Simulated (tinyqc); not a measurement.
Dopants and charged point defects at anneal temperature: Fermi-level effect, clustering and pairing: one step, computed by the program tinyqc. Command: `OMP_NUM_THREADS=1 python tinyqc.py 3024341 3024342 out.jsonl pairing walk`. One thread of a shared host (Intel(R) Xeon(R) Processor @ 2.30GHz), about 0.02 s of CPU time with the checks.

Boltzmann statistics and full ionisation of active dopants. Energies are counted from the valence band; the defect (a vacancy or self-interstitial) has five charge states, with all degeneracy factors one.

Question. Dopant diffusivity. If every charge state of the defect carries the dopant equally well, D = D_i x enhancement x h x (active share A/N, a rough stand-in that overstates the dA/dN which immobile clusters call for), D_i being an input held fixed when T or H_f is moved; diffusion length 2 sqrt(D t).

Inputs (values chosen for the exercise, with bands modelled on germanium):

| quantity | value | unit |
|---|---|---|
| anneal temperature T | 930 | K |
| total dopant density N | 9.6e+18 | cm^-3 |
| intrinsic dopant diffusivity D_i | 7.1e-15 | cm^2/s |
| anneal time t | 5000 | s |

Dopant: donor. Second part: clustering of the dopant.

enhancement over intrinsic = 1.103315

field enhancement h = 1.440721

active density A = 3.639257e+18 cm^-3

Give: effective diffusivity D; D/D_i; diffusion length.

Answer.

effective diffusivity D = 4.278e-15 cm^2/s

D/D_i = 0.6026

diffusion length = 92.50 nm
